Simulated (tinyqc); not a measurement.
Stretching all distances: RHF, UHF, MP2, CISD and CCSD against full CI in the sto-3g basis, for H4, spin multiplicity 1. Computed by the program tinyqc with PySCF. All coordinates are multiplied by the scale. c0^2 is the weight of the RHF determinant in the lowest singlet FCI state (UHF is spin-contaminated and may lie near states of higher spin) and n(LUMO) the first natural occupation beyond the occupied space.

Geometry (angstrom):
```
atom,x,y,z
H,0.0000,0.0000,0.0000
H,0.0000,0.0000,0.7120
H,0.0000,0.9810,0.0000
H,0.0000,0.9810,0.7120
```

Full CI energy (hartree) and errors against it (kcal/mol):
```
scale,distance 1-2 (angstrom),E(FCI),RHF,UHF,MP2,CISD,CCSD,<S^2> UHF,c0^2,n(LUMO)
1.000,0.712,-1.94347,32.645,32.645,11.782,0.462,0.006,0.000,0.962,0.054
1.150,0.819,-2.04396,38.955,38.955,14.943,0.767,0.007,0.000,0.949,0.071
1.310,0.933,-2.08543,46.831,46.825,18.975,1.278,0.007,0.017,0.931,0.092
1.460,1.040,-2.08959,55.597,53.219,23.529,2.028,4.61e-03,0.336,0.910,0.117
1.760,1.253,-2.05007,78.269,56.078,35.467,4.868,-0.012,0.900,0.850,0.187
1.920,1.367,-2.01929,93.528,52.161,43.504,7.495,-0.029,1.161,0.807,0.236
2.070,1.474,-1.99041,109.836,46.014,51.980,10.894,-0.049,1.371,0.760,0.290
2.220,1.581,-1.96390,127.895,38.629,61.115,15.302,-0.070,1.542,0.708,0.349
```

Estimate the missing row, scale = 1.61.

Computed row:
```
scale  distance 1-2 (angstrom)    E(FCI)     RHF     UHF     MP2   CISD       CCSD  <S^2> UHF   c0^2  n(LUMO)
1.610                    1.146  -2.07482  66.002  56.399  28.992  3.170  -1.43e-03      0.629  0.883    0.148
```

UHF parts from RHF first at scale 1.31 of those listed, where <S^2> leaves zero. The weight c0^2 goes from 0.96 to 0.71 and n(LUMO) from 0.05 to 0.35: static correlation grows as the bonds break into open-shell fragments. The spread of the error along the curve, which distorts its shape, is CCSD 0.1, CISD 14.8, UHF 23.8, MP2 49.3, RHF 95.2 kcal/mol. Below FCI somewhere: CCSD, as non-variational methods may be.
